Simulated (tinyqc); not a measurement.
Energies of the polytypes: polytypes and stacking faults of a tetrahedral semiconductor in an axial Ising model with couplings up to third neighbours. Computed by tinyqc, a small Python program. Command: `OMP_NUM_THREADS=1 python tinyqc.py 3018822 3018823 out.jsonl polytype walk`. One thread of a shared host (Intel(R) Xeon(R) Processor @ 2.30GHz), about 0.01 s of CPU time with the checks.

Each double layer has s = +1 or -1 for the sense of its stacking step; E per pair of atoms = E0 - sum_n J_n <s_i s_(i+n)>, n = 1, 2, 3. Hexagonality h = (1 - <s_i s_(i+1)>)/2.

Inputs (values chosen for the exercise, for a model crystal):
```
quantity   value      unit
J1          1.53  meV/pair
J2         -4.34  meV/pair
J3         -0.26  meV/pair
gap of 3C   2.39        eV
gap of 4H   3.26        eV
```

Method. E - E(3C) = sum_n J_n (1 - C_n), C_n = <s_i s_(i+n)>. The gap is taken linear in h between 3C (h = 0) and 4H (h = 1/2), a rough rule, with a dash beyond.

correlations of the repeat units 3C (+), 2H (+-), 4H (++--), 6H (+++---), 15R (+++--), 8H (++++----), 21R (++++---), 9R (++-):
```
        n = 1     n = 2     n = 3
3C    1.00000   1.00000   1.00000
2H   -1.00000   1.00000  -1.00000
4H    0.00000  -1.00000   0.00000
6H    0.33333  -0.33333  -1.00000
15R   0.20000  -0.60000  -0.60000
8H    0.50000   0.00000  -0.50000
21R   0.42857  -0.14286  -0.71429
9R   -0.33333  -0.33333   1.00000
```

Polytypes:
```
polytype       h  E - E(3C) (meV/pair)  gap by the linear rule (eV)
3C        0.0000                0.0000                       2.3900
2H        1.0000                2.5400                            -
4H        0.5000               -7.4100                       3.2600
6H        0.3333               -5.2867                       2.9700
15R       0.4000               -6.1360                       3.0860
8H        0.2500               -3.9650                       2.8250
21R       0.2857               -4.5314                       2.8871
9R        0.6667               -3.7467                            -
```

E(2H) - E(3C) = 2.54 meV/pair

E(4H) - E(3C) = -7.41 meV/pair

E(6H) - E(3C) = -5.2867 meV/pair

What follows from these numbers?

The lowest is 4H, 1.274 meV/pair below 15R. J1/|J2| = 0.35: for J3 = 0 and J2 < 0 the ground state is 2H below -2, 4H between -2 and 2, and 3C above 2; at 2 itself all periods with bands of two or more layers are degenerate.

Extremes, crossings and ranges named in words are read from the listed rows.
